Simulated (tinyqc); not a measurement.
# Changing the flaw half length a

Model: thermal stress, cracking, delamination and buckling of a thin film; Griffith cracks and misfitting inclusions. Computed by tinyqc, a small Python program. Command: `OMP_NUM_THREADS=1 python tinyqc.py 3030136 3030137 out.jsonl filmcrack sweep`. One thread of a shared host (Intel(R) Xeon(R) Processor @ 2.30GHz), about 0.05 s of CPU time with the checks.

Isotropic linear elasticity; the substrate is much thicker than the film; stress is positive in tension.

Inputs (values chosen for the exercise, for a model film): substrate Young's modulus E_s = 143 GPa; substrate Poisson ratio nu_s = 0.27; substrate surface energy gamma_s = 2 J/m^2.

Method. Through crack of length 2a in plane strain: K_Ic = sqrt(2 gamma_s E_s/(1 - nu_s^2)); fracture stress = K_Ic/sqrt(pi a). An edge crack of depth a has K larger by 1.1215.

One run for each value:
```
flaw half length a (micrometre)  fracture stress, inner crack (MPa)  fracture stress, edge crack (MPa)
0.01                                                         4431.6                             3951.5
0.032                                                        2477.3                             2208.9
0.1                                                          1401.4                             1249.6
0.32                                                          783.4                              698.5
1                                                             443.2                              395.1
3.2                                                           247.7                              220.9
10                                                            140.1                              125.0
32                                                             78.3                               69.9
100                                                            44.3                               39.5
```

Describe and explain the trends.

Over the rows, fracture stress, inner crack (MPa) falls from 4430 to 44.3 (exponent d ln y / d ln x about -0.50 throughout); fracture stress, edge crack (MPa) falls from 3950 to 39.5 (exponent d ln y / d ln x about -0.50 throughout). The exponent of fracture stress, inner crack stays at -0.50: Griffith's law.
